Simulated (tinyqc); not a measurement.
Quantum limit of the contact resistance of a three-dimensional channel: one step of the calculation.

Parabolic band with gv valleys, C = hbar^2/(2 m0), eta = (EF - Ec)/(kB T). Landauer picture: each mode conducts 2 q^2/h, and the contacts and the channel add incoherently in series, 1/Tt - 1 = 2 (1/tc - 1) + L/lam for the total transmission Tt.

Task. Resistances. RQ = (h/2q^2)/M for the whole device, R = RQ/Tt; the part of one contact is Rc = RQ (1/tc - 1/2) and the channel adds RQ L/lam.

Inputs (values chosen for the exercise): transmission of each contact tc = 0.31; back-scattering length of the channel lam = 22 nm; channel length L = 110 nm.

Constants: q = 1.602176634e-19 C, h = 6.62607015e-34 J s. Results are converted to the units shown.

M = 3.7620012e12 cm^-2

Wanted: RQ; Rc; channel; R; Tt.

Result.

RQ = 3.4307e-9 ohm cm^2
Rc = 9.3515e-9 ohm cm^2
channel = 1.7154e-8 ohm cm^2
R = 3.5857e-8 ohm cm^2
Tt = 0.095679

The two contacts make up 52.2 % of R.

Computed by the program tinyqc: `OMP_NUM_THREADS=1 python tinyqc.py 2760129 2760130 out.jsonl`, one thread of a shared Intel Xeon 2.30GHz, about 0.02 s for the whole run.
